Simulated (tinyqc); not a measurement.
# Saddle-point parameters from gate and bias data

Inverse problem. In a saddle-point contact at zero temperature mu - V0 = al (Vg - Vp), riser n is centred where this equals wy (n + 1/2), its largest slope is dg/dmu = pi/(2 wx) (neighbouring modes neglected), and in bias spectroscopy neighbouring risers meet at q V = wy. Find al, Vp and wx.

gate voltages at the middle of the first and second risers (V): -1.1207692  -1.0823077
largest dg/dVg on a riser = 157.07963 1/V
bias at which two neighbouring risers meet = 5 mV

Solution. The bias gives wy, the gate spacing then gives al = wy/(Vg2 - Vg1), and the slope gives wx = al pi/(2 dg/dVg).

lever arm al = 0.1300 eV/V
Vp = -1.140 V
wx = 1.300 meV

Program tinyqc, `OMP_NUM_THREADS=1 python tinyqc.py 2740133 2740134 out.jsonl`; Intel Xeon 2.30GHz, shared host, one thread, about 0.05 s.
